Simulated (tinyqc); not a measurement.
Band-to-band tunnelling across a p-n junction in a two-band chain: one step. Self-energies of the two sides. Two cases, with inputs chosen for the exercise.

Task: Form cos(k a) and S for each side.

Sites alternate A at -Eg/2 and C at +Eg/2 with hopping -t; near the edges, with k counted from the zone boundary pi/a, E^2 = (Eg/2)^2 + (t a k)^2, so t = sqrt(c Eg/m)/a gives the mass m, c = hbar^2/2m0. In the gap cosh(q a) = 1 + (Eg^2/4 - e^2)/(2 t^2), e the energy from the local mid-gap. The potential is V0 = Eg + ov on the p side (left), 0 on the n side, and falls linearly over the 2N sites of the junction, V_j = V0 (1 - j/(2N + 1)), j = 1 to 2N, site 1 being A. E = Eg/2 + x ov. A half chain that ends on a site of level e1 with neighbour e2 has g = (1 + z)/(E - e1), z = exp(-/+ i k a) the root with Im g < 0, cos(k a) = (E - e1)(E - e2)/(2 t^2) - 1. S_L = t^2 g (ending on C, shifted by V0), S_R = t^2 g (starting on A). T = 4 Im(S_L) Im(S_R) |G_(1,2N)|^2.

Case 1.

Values chosen (out of a larger set: gap and mass near those of InGaAs; not measured data): Eg = 0.759 eV (gap).

t = 2.006315 eV
V0 = 0.959000 eV
E = 0.461500 eV

Case 2.

Values chosen (out of a larger set: gap and mass near those of GaSb; not measured data): Eg = 0.747 eV (gap).

t = 1.378554 eV
V0 = 0.847000 eV
E = 0.445500 eV

Give: cos(k a); S_L, S_R.

Result:

Case 1.

cos(k a): left -0.987146, right -0.991434

S_L, S_R (eV): -0.05900-0.73357i  0.04100-0.62514i

Case 2.

cos(k a): left -0.994291, right -0.984485

S_L, S_R (eV): -0.01400-0.26166i  0.03600-0.40715i

Computed by tinyqc, one run a case: `OMP_NUM_THREADS=1 python tinyqc.py N N+1 out.jsonl` with N = 1480882, 1480921; one thread of a shared Intel(R) Xeon(R) Processor @ 2.30GHz, about 0.01 s a run at most.
